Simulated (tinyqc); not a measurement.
# p-n diode with diffusion and depletion-layer recombination: two studies

Abrupt junction in the depletion approximation, low injection, full ionisation, neutral widths fixed, ohmic contact on the p side. Vj is the junction voltage; where a series resistance Rs is given, V = Vj + J Rs is the terminal voltage.

Values chosen for this exercise; band and dielectric values close to those of silicon:
- T = 350 K (temperature)
- Eg = 1.14 eV (band gap)
- eps_r = 11.7 (relative permittivity)
- Nc = 3.49e19 cm^-3 (conduction-band density of states at T)
- Nv = 3.39e19 cm^-3 (valence-band density of states at T)
- Na = 1.6e16 cm^-3 (acceptor density)
- Nd = 1.5e16 cm^-3 (donor density)
- mun = 1100 cm^2/(V s) (electron mobility in the p side)
- mup = 380 cm^2/(V s) (hole mobility in the n side)
- tn = 2e-7 s (electron lifetime)
- tp = 1e-6 s (hole lifetime)
- wp = 3 um (neutral width of the p side)
- wn = 57 um (neutral width of the n side)
- Sp = 1e7 cm/s (recombination velocity at the n contact)
- Rs = 0.033 ohm cm^2 (series resistance)
- Et = 0 eV (trap level above the intrinsic level)
- Vj = 0.46 V (junction voltage at which recombination is evaluated)

Constants: q = 1.602176634e-19 C, kB = 1.380649e-23 J/K, Vt = kB T/q, eps0 = 8.8541878128e-14 F/cm where lengths are in cm. Results are converted to the units shown.

Each table varies one quantity; the others keep the values above.

## Currents and ideality against junction voltage

ni = sqrt(Nc Nv) exp(-Eg/(2 Vt)), Eg in volts; D = mu Vt; Ln = sqrt(Dn tn), Lp = sqrt(Dp tp); J0n = q ni^2 Dn coth(wp/Ln)/(Ln Na); J0p = (q ni^2 Dp/(Lp Nd)) (s + tanh(wn/Lp))/(1 + s tanh(wn/Lp)), s = Sp Lp/Dp. J_diff = (J0n + J0p)(exp(Vj/Vt) - 1). Vbi = Vt ln(Na Nd/ni^2), W = sqrt(2 eps0 eps_r (Vbi - Vj)(1/Na + 1/Nd)/q), xp = W Nd/(Na + Nd), xn = W Na/(Na + Nd); u(x) = q Na (x + xp)^2/(2 eps0 eps_r) for x < 0 and Vbi - Vj - q Nd (xn - x)^2/(2 eps0 eps_r) for x > 0; p = Na exp(-u/Vt), n = Nd exp((u - Vbi + Vj)/Vt); U = ni^2 (exp(Vj/Vt) - 1)/(tp (n + ni exp(Et/Vt)) + tn (p + ni exp(-Et/Vt))); J_scr = q times the integral of U from -xp to xn. J = J_diff + J_scr. Ideality = (1/Vt) dVj/d ln J or (1/Vt) dV/d ln J; last column ni^2 exp(Vj/Vt)/N^2.

Currents and ideality against junction voltage:

| Vj (V) | J_diff (A/cm^2) | J_scr (A/cm^2) | J (A/cm^2) | V (V) | ideality against Vj | ideality against V | minority/doping, lighter side |
|---|---|---|---|---|---|---|---|
| 0.17 | 1.463e-5 | 1.822e-6 | 1.645e-5 | 0.1700 | 1.047 | 1.047 | 5.668e-8 |
| 0.21 | 5.525e-5 | 3.823e-6 | 5.907e-5 | 0.2100 | 1.029 | 1.029 | 2.135e-7 |
| 0.25 | 2.083e-4 | 7.977e-6 | 2.162e-4 | 0.2500 | 1.016 | 1.017 | 8.043e-7 |
| 0.29 | 7.846e-4 | 1.668e-5 | 8.013e-4 | 0.2900 | 1.009 | 1.010 | 3.030e-6 |
| 0.33 | 0.002956 | 3.511e-5 | 0.002991 | 0.3301 | 1.005 | 1.008 | 1.141e-5 |
| 0.37 | 0.01113 | 7.473e-5 | 0.01121 | 0.3704 | 1.003 | 1.015 | 4.299e-5 |
| 0.41 | 0.04194 | 1.612e-4 | 0.04210 | 0.4114 | 1.002 | 1.048 | 1.619e-4 |
| 0.45 | 0.1580 | 3.529e-4 | 0.1583 | 0.4552 | 1.001 | 1.174 | 6.099e-4 |
| 0.49 | 0.5951 | 7.815e-4 | 0.5958 | 0.5097 | 1.001 | 1.652 | 0.002297 |

The ideality against Vj falls from 1.05 to 1.00. Diffusion is the larger current in every row. J_scr alone has an ideality of 1.79 between the first two rows and 1.67 between the last two. From Vj = 0.45 V the series resistance raises the terminal ideality by over a tenth; there J Rs = 0.17 Vt.

## Effect of the trap level above the intrinsic level

Same model as above.

J = J_diff + J_scr.

The same in every row: J0n (A/cm^2) = 5.058e-8; J0p (A/cm^2) = 1.762e-9; J_diff (A/cm^2) = 0.2201; wn/Lp = 1.684.

Effect of the trap level above the intrinsic level:

| Et (eV) | J_scr (A/cm^2) | J_scr/J (%) |
|---|---|---|
| -0.3 | 2.072e-4 | 0.09408 |
| -0.2 | 4.107e-4 | 0.1863 |
| -0.1 | 4.295e-4 | 0.1948 |
| 0 | 4.301e-4 | 0.1951 |
| 0.1 | 4.266e-4 | 0.1934 |
| 0.2 | 3.506e-4 | 0.1591 |
| 0.3 | 8.082e-5 | 0.03671 |

What does the table show?

As Et goes from -0.3 to 0.3, J0p stays at 1.76e-9 A/cm^2, J_scr goes from 2.07e-4 through a maximum of 4.30e-4 (at Et = 0 among the rows listed) to 8.08e-5 A/cm^2 and its share goes from 0.0941 through a maximum of 0.195 (at Et = 0 among the rows listed) to 0.0367 %. A level far from mid-gap re-emits carriers to the nearer band, which lowers U once ni exp(|Et|/Vt) exceeds the local carrier density.

Computed by the program tinyqc: `OMP_NUM_THREADS=1 python tinyqc.py 2260001 2260002 out.jsonl`, one thread of a shared Intel Xeon 2.30GHz, about 0.01 s for the whole run.
